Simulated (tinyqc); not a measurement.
Delta-doped layer in the Thomas-Fermi potential: sweeps and comparisons. A value that a table varies takes the place of the one given here.

All donors ionised in the plane z = 0, zero temperature, energies from the Fermi level EF of the Thomas-Fermi model, which lies at the bulk band edge; c = hbar^2/2m0, q = e^2/(4 pi eps0). Layer in a (001) plane: two valleys with m_z = ml, m_d = mt (unprimed) and four with m_z = mt, m_d = sqrt(ml mt) (primed); m3 = (ml mt^2)^(1/3), gv = 6. With n = (gv/3 pi^2)(m3 (-V)/c)^(3/2) and V'' = -(4 pi q/eps) n for z > 0, the solution is V = -b/(|z| + z0)^4 with sqrt(b) = 20/K, K = (4 pi q/eps)(gv/3 pi^2)(m3/c)^(3/2), and z0^5 = 4b/(e F0), e F0 = 2 pi q N/eps; 1e13/cm^2 = 1e-3/angstrom^2. Exchange and correlation are left out.

Subbands solve -(c/m_z) psi'' + V psi = E psi on 1280 points of spacing z0/80; up to ten levels for each group, kept if bound with an rms width below 2.5 z0.

Constants: hbar^2/2m0 = 3.80998211 eV angstrom^2; e^2/(4 pi eps0) = 14.39964547 eV angstrom.

Inputs chosen for the exercise (near those of a delta-doped layer in Si; not measured data): ml = 0.904 m0 (longitudinal mass); mt = 0.194 m0 (transverse mass); eps = 11.9 (dielectric constant); Nl = (1.2, 2.4, 4.8, 8.4, 14, 24, 38) x 1e13/cm^2 (sheet densities); N = 12 x 1e13/cm^2 (donor sheet density).

## Doping density

The well, the lowest level and the filling anew; at zero temperature n_i = g m_d (mu - E_i)/(2 pi c), with mu fixed by sum n_i = N.

Results:

| N (1e13/cm^2) | z0 (angstrom) | depth (eV) | lowest (eV) | next - lowest (eV) | occupied | share of lowest (%) |
|---|---|---|---|---|---|---|
| 1.2 | 31.3 | 0.0714 | -0.0253 | 0.0126 | 2 | 32.6 |
| 2.4 | 27.2 | 0.1243 | -0.0483 | 0.0226 | 3 | 31.1 |
| 4.8 | 23.7 | 0.2164 | -0.0916 | 0.0402 | 3 | 29.5 |
| 8.4 | 21.2 | 0.3386 | -0.1526 | 0.0635 | 3 | 28.2 |
| 14 | 19.1 | 0.5095 | -0.2421 | 0.0959 | 3 | 27.1 |
| 24 | 17.2 | 0.7842 | -0.3926 | 0.1472 | 4 | 25.8 |
| 38 | 15.7 | 1.1326 | -0.5912 | 0.2113 | 4 | 24.7 |

What does this show, and why?

The depth grows as N^(4/5) and z0 shrinks as N^(-1/5): factors 15.9 and 2.00 for 32 times the doping. The lowest level deepens faster, with exponent 0.91, since the zero-point energy takes a smaller share of a deeper well (65 % falling to 48 %). The number of occupied subbands is 2 in the first row and 4 in the last. Depths beyond about 0.5 eV stretch parabolic valleys past their range.

## What each parameter does

z0, depth, lowest level and its rms width. Each row changes one parameter from the base and keeps the others.

Results:

| case | z0 (angstrom) | depth (eV) | lowest (eV) | rms z (angstrom) |
|---|---|---|---|---|
| base | 19.75 | 0.4504 | -0.2107 | 4.64 |
| N = 19.2 x 1e13/cm^2 | 17.97 | 0.6560 | -0.3216 | 3.86 |
| eps = 10.7 | 18.53 | 0.4700 | -0.2150 | 4.54 |
| ml = 1.04 m0 | 19.20 | 0.4380 | -0.2078 | 4.39 |
| mt = 0.165 m0 | 21.07 | 0.4805 | -0.2359 | 4.52 |

How do the results move?

The largest shifts from the base row, up to three for each result and ties (the steps differ in size, so this ranks the rows, not the parameters). z0 (angstrom): N -1.77, mt +1.32, eps -1.22. depth (eV): N +0.2056, mt +0.0301, eps +0.0196. lowest (eV): N -0.1109, mt -0.0252, eps -0.0043. rms z (angstrom): N -0.78, ml -0.25, mt -0.13.

Program tinyqc; command `OMP_NUM_THREADS=1 python tinyqc.py 1280713 1280714 out.jsonl`; about 0.1 s on one thread of a shared Intel(R) Xeon(R) Processor @ 2.30GHz.
